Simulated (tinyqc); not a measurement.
# Threshold-voltage variability of a planar MOSFET, analytic estimates: effects of single changes

Three independent sources add in quadrature: random dopants in the depleted layer, metal-gate grains of two orientations, and roughness of the two gate edges acting through the roll-off VT = VT(long) - Vr exp(-L/l). These are first-order estimates: no three-dimensional electrostatics, no percolation.

Parameters, values chosen for the exercise; material values close to those of silicon:
- T = 300 K (temperature)
- Eg = 1.13 eV (band gap)
- eps_r = 11.7 (relative permittivity of the semiconductor)
- Nc = 2.75e19 cm^-3 (conduction-band density of states at T)
- Nv = 2.63e19 cm^-3 (valence-band density of states at T)
- Na = 7.5e17 cm^-3 (channel doping)
- ti = 1.8 nm (oxide-equivalent thickness in inversion)
- L = 45 nm (gate length)
- W = 220 nm (gate width)
- G = 15 nm (metal grain size)
- dW = 0.15 eV (work-function difference of the two grain orientations)
- p = 0.5 (share of the orientation of higher work function)
- De = 0.8 nm (rms roughness of one gate edge)
- La = 30 nm (correlation length of the roughness)
- l = 12 nm (decay length of the threshold roll-off)
- Vr = 1.7 V (prefactor of the roll-off)

Constants: q = 1.602176634e-19 C, kB = 1.380649e-23 J/K, Vt = kB T/q, eps0 = 8.8541878128e-14 F/cm where lengths are in cm. Results are converted to the units shown.

Each table varies one quantity; the others keep the values above.

## Scaling length and width together

ni = sqrt(Nc Nv) exp(-Eg/(2 Vt)), Eg in volts; Cox = 3.9 eps0/ti; Wd = sqrt(4 eps0 eps_r Vt ln(Na/ni)/(q Na)); dopants: s1 = (q/Cox) sqrt(Na Wd/(3 L W)). Grains: Ng = L W/G^2 (at least 1), s2 = dW sqrt(p (1 - p)/Ng). Edges, with exponential correlation and u = W/La: the mean gate length has sL^2 = 2 De^2 (2/u)[1 - (1 - exp(-u))/u]; s3 = sL (Vr/l) exp(-L/l). s = sqrt(s1^2 + s2^2 + s3^2). l and Vr are held fixed. W = 4.888888889 L in every row; l is held fixed.

Result of one run:
```
L (nm),s1 (mV),s2 (mV),s3 (mV),s (mV),s sqrt(L W) (mV um)
99,3.833,5.139,0.01428,6.411,1.403
```

What becomes of these results when the gate length L is changed from 99 to 81 nm, all else the same?

Result of the changed run:
```
L (nm),s1 (mV),s2 (mV),s3 (mV),s (mV),s sqrt(L W) (mV um)
81,4.684,6.281,0.07023,7.836,1.403
```

The whole series:
```
L (nm),s1 (mV),s2 (mV),s3 (mV),s (mV),s sqrt(L W) (mV um)
29,13.08,17.54,8.270,23.40,1.500
36,10.54,14.13,4.245,18.13,1.443
44,8.623,11.56,2.007,14.56,1.417
54,7.026,9.422,0.7992,11.78,1.407
66,5.749,7.709,0.2690,9.620,1.404
81,4.684,6.281,0.07023,7.836,1.403
99,3.833,5.139,0.01428,6.411,1.403
```

As L goes from 29 to 99 nm, s falls from 23.4 to 6.41 mV. The grains are the largest source in the first and the last row. The product s sqrt(L W) falls from 1.50 to 1.40 mV um: s1 and s2 go as 1/sqrt(L W), so the change comes from s3 alone. For L = 29 to 36 nm the depletion depth exceeds L, so source and drain share much of the charge and s1 is rough.

## Effect of the metal grain size

Same model as above.

l and Vr are held fixed.

The same in every row: s1 (mV) = 8.432; s3 (mV) = 1.829.

Effect of the metal grain size:
```
G (nm),s2 (mV),s (mV),s sqrt(L W) (mV um)
2,1.508,8.759,0.8715
3,2.261,8.919,0.8875
5,3.769,9.415,0.9368
7,5.276,10.11,1.006
10,7.538,11.46,1.140
14,10.55,13.63,1.356
20,15.08,17.37,1.728
```

What does the table show?

As G goes from 2 to 20 nm, s rises from 8.76 to 17.4 mV. The largest source is the dopants in the first row and the grains in the last.

## Effect of the gate length

Same model as above.

l and Vr are held fixed.

Results:
```
L (nm),s1 (mV),s2 (mV),s3 (mV),s (mV),s sqrt(L W) (mV um)
27,10.89,14.60,8.199,19.97,1.539
33,9.846,13.20,4.973,17.20,1.466
39,9.057,12.15,3.016,15.45,1.431
57,7.492,10.05,0.6730,12.55,1.405
68,6.859,9.198,0.2691,11.48,1.404
82,6.246,8.376,0.08380,10.45,1.403
99,5.685,7.623,0.02032,9.509,1.403
```

Estimate the missing row, L = 47 nm.

Computed row:
```
L (nm),s1 (mV),s2 (mV),s3 (mV),s (mV),s sqrt(L W) (mV um)
47,8.250,11.06,1.549,13.89,1.412
```

With this row back in the table: As L goes from 27 to 99 nm, s falls from 20.0 to 9.51 mV. The grains are the largest source in the first and the last row. The product s sqrt(L W) falls from 1.54 to 1.40 mV um: s1 and s2 go as 1/sqrt(L W), so the change comes from s3 alone. For L = 27 to 39 nm the depletion depth exceeds L, so source and drain share much of the charge and s1 is rough.

## Effect of the channel doping

Same model as above.

l and Vr are held fixed.

The same in every row: s2 (mV) = 11.31; s3 (mV) = 1.829.

Result of one run:
```
Na (cm^-3),s1 (mV),s (mV),s sqrt(L W) (mV um)
2.6e17,6.374,13.11,1.304
```

What becomes of these results when the channel doping Na is changed from 2.6e17 to 1.5e17 cm^-3, all else the same?

Result of the changed run:
```
Na (cm^-3),s1 (mV),s (mV),s sqrt(L W) (mV um)
1.5e17,5.510,12.71,1.265
```

The whole series:
```
Na (cm^-3),s1 (mV),s (mV),s sqrt(L W) (mV um)
1.5e17,5.510,12.71,1.265
2.6e17,6.374,13.11,1.304
4.7e17,7.454,13.67,1.360
8.2e17,8.632,14.34,1.427
1.5e18,10.12,15.28,1.521
2.6e18,11.70,16.37,1.629
4.5e18,13.51,17.71,1.762
8e18,15.71,19.44,1.934
```

As Na goes from 1.5e17 to 8e18 cm^-3, s rises from 12.7 to 19.4 mV. The largest source is the grains in the first row and the dopants in the last. s1 goes on average as Na^(0.26), near the 1/4 expected from Na Wd. For Na = 1.5e17 to 4.7e17 cm^-3 the depletion depth exceeds L, so source and drain share much of the charge and s1 is rough.

tinyqc, about 0.01 s, one thread, Intel Xeon 2.30GHz (shared host): `OMP_NUM_THREADS=1 python tinyqc.py 2090056 2090057 out.jsonl`
